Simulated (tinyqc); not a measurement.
# Schottky diode by thermionic emission with image-force lowering and series resistance: a Richardson plot

Metal on an n-type semiconductor with one parabolic valley; V > 0 is forward bias (metal positive). I = I0 [exp(Vj/(n Vt)) - 1] with Vj = V - I Rs; I0 = S A* T^2 exp(-(phi - dphi)/Vt), the lowering dphi taken at zero bias.

A* = 4 pi q me m0 kB^2/h^3 (times 1e-4 for A/(cm^2 K^2)); Nc = 2 (2 pi me m0 kB T/h^2)^1.5 (times 1e-6 for cm^-3); xi = Vt ln(Nc/Nd), Vbi = phi - xi; surface field Em = sqrt(2 q Nd (Vbi - V - Vt)/(eps0 eps_r)); dphi = sqrt(q Em/(4 pi eps0 eps_r)). Here V = 0 in Em; phi is held fixed.

Parameters, values chosen for the exercise; band and dielectric values close to those of In0.53Ga0.47As: electron mass me = 0.0408 m0; relative permittivity eps_r = 13.7; barrier height seen from the metal phi = 0.4 eV; donor density Nd = 1.1e15 cm^-3; area S = 6.7e-5 cm^2.

Constants: q = 1.602176634e-19 C, kB = 1.380649e-23 J/K, h = 6.62607015e-34 J s, m0 = 9.1093837015e-31 kg, Vt = kB T/q, eps0 = 8.8541878128e-14 F/cm where lengths are in cm. Results are converted to the units shown.

Result of one run:
```
T (K)  dphi (meV)     I0 (A)  ln(I0/(S T^2))  1/Vt (1/V)
280        9.4840  2.4092e-6         -14.595      41.445
```

What becomes of these results when the temperature T is changed from 280 to 450 K, all else the same?

Result of the changed run:
```
T (K)  dphi (meV)     I0 (A)  ln(I0/(S T^2))  1/Vt (1/V)
450        8.1073  0.0027162         -8.5162      25.788
```

The whole series:
```
T (K)  dphi (meV)     I0 (A)  ln(I0/(S T^2))  1/Vt (1/V)
200        9.9310  1.9467e-9         -21.043      58.023
240        9.7190  1.2062e-7         -17.281      48.352
280        9.4840  2.4092e-6         -14.595      41.445
320        9.2225  2.3570e-5         -12.581      36.264
360        8.9294  1.4269e-4         -11.016      32.235
400        8.5970  6.1546e-4         -9.7652      29.011
450        8.1073  0.0027162         -8.5162      25.788
```

I0 grows by 6.14 decades. The line through the end rows has the slope -0.3886 eV and the intercept ln(4.51 A/(cm^2 K^2)), against phi = 0.4 eV and A* = 4.90. The difference comes from the lowering: dphi falls from 9.93 to 8.11 meV.

Program tinyqc, `OMP_NUM_THREADS=1 python tinyqc.py 2640013 2640014 out.jsonl`; Intel Xeon 2.30GHz, shared host, one thread, about 0.01 s.
